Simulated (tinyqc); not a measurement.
Tamm state at the end of a one-band chain: one step. The bound state. Four cases, with inputs chosen for the exercise.

Question. Amplitudes z^n solve the chain for E = -t (z + 1/z); the end site demands z = -t/D, bound if |z| < 1. Then E = D + t^2/D, weight on the end site 1 - z^2, decay length -a/ln|z|.

A half-infinite chain with site energy 0 and hopping -t, band E = -2t cos(ka); the end site has energy D. The surface Green function of the unperturbed half chain is g = (E -/+ sqrt(E^2 - 4t^2))/(2t^2), the root with |t g| <= 1 and Im g <= 0, and with the shift G = g/(1 - D g).

Case 1.

Values chosen: t = 2.5 eV (hopping); D = 4.98 eV (shift of the end site); a = 3.6 angstrom (spacing).

Case 2.

Values chosen: t = 1.25 eV (hopping); D = -3.74 eV (shift of the end site); a = 3.9 angstrom (spacing).

Case 3.

Values chosen: t = 1.3 eV (hopping); D = 2.79 eV (shift of the end site); a = 2.6 angstrom (spacing).

Case 4.

Values chosen: t = 1.52 eV (hopping); D = 3.61 eV (shift of the end site); a = 3.2 angstrom (spacing).

Give: z; E; weight on the end site; decay length of the amplitude.

Answer.

Case 1.

z = -0.5020
E = 6.2350 eV
weight on the end site = 0.7480
decay length of the amplitude = 5.224 angstrom

The state lies 1.2350 eV above the band, and its amplitude alternates in sign from site to site.

Case 2.

z = 0.3342
E = -4.1578 eV
weight on the end site = 0.8883
decay length of the amplitude = 3.559 angstrom

The state lies 1.6578 eV below the band, and its amplitude keeps its sign from site to site.

Case 3.

z = -0.4659
E = 3.3957 eV
weight on the end site = 0.7829
decay length of the amplitude = 3.405 angstrom

The state lies 0.7957 eV above the band, and its amplitude alternates in sign from site to site.

Case 4.

z = -0.4211
E = 4.2500 eV
weight on the end site = 0.8227
decay length of the amplitude = 3.699 angstrom

The state lies 1.2100 eV above the band, and its amplitude alternates in sign from site to site.

Computed by tinyqc, one run a case: `OMP_NUM_THREADS=1 python tinyqc.py N N+1 out.jsonl` with N = 1450856, 1451483, 1451733, 1451797; one thread of a shared Intel(R) Xeon(R) Processor @ 2.30GHz, about 0.01 s a run at most.
